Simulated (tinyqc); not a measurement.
MOS capacitor with interface traps: C-V stretch-out, conductance peak and subthreshold swing: one step, computed by the program tinyqc.

Energies at the interface are counted from the valence band. psi > 0 means bending towards depletion, so the surface potential is -psi. Boltzmann statistics, full ionisation, no quantum confinement. Traps are neutral when filled up to E_n, with a sharp (zero-temperature) occupation.

Problem. Conductance peak. v = sqrt(3 k_B T/m) with the majority mass; surface density n_s = N exp(-psi/k_B T); tau = 1/(sigma v n_s); for a continuum of levels G_p/omega = C_it ln(1 + omega^2 tau^2)/(2 omega tau), which peaks at omega tau = 1.98, the frequency 1.98/(2 pi tau); potential fluctuations are left out.

Inputs (values chosen for the exercise, modelled on beta-Ga2O3, with an insulator like SiO2):
```
quantity,value,unit
gap E_g,4.77,eV
electron mass m_e,0.273,m_0
doping N,1.7e+15,cm^-3
neutrality level E_n,2.19,eV
capture cross-section sigma,4e-15,cm^2
band bending towards depletion psi,0.34,V
temperature T,350,K
```

Substrate: n-type. Trap spectrum: U-shaped.

k_B T = 0.03016067 eV

C_it = 0.05530394 microF/cm^2

Constants: k_B = 1.380649e-23 J/K; m_0 = 9.1093837015e-31 kg.

Give: v; n_s; trap time constant; peak frequency; peak of G_p/omega.

Solution.

v = 2.414e+07 cm/s

n_s = 2.161e+10 cm^-3

trap time constant = 4.791e-04 s

peak frequency = 657.7 Hz

peak of G_p/omega = 0.02225 microF/cm^2

Caution: traps deeper than about 24 k_B T and minority carriers reach equilibrium slowly or not at all, so the charges here are limits for very slow sweeps.
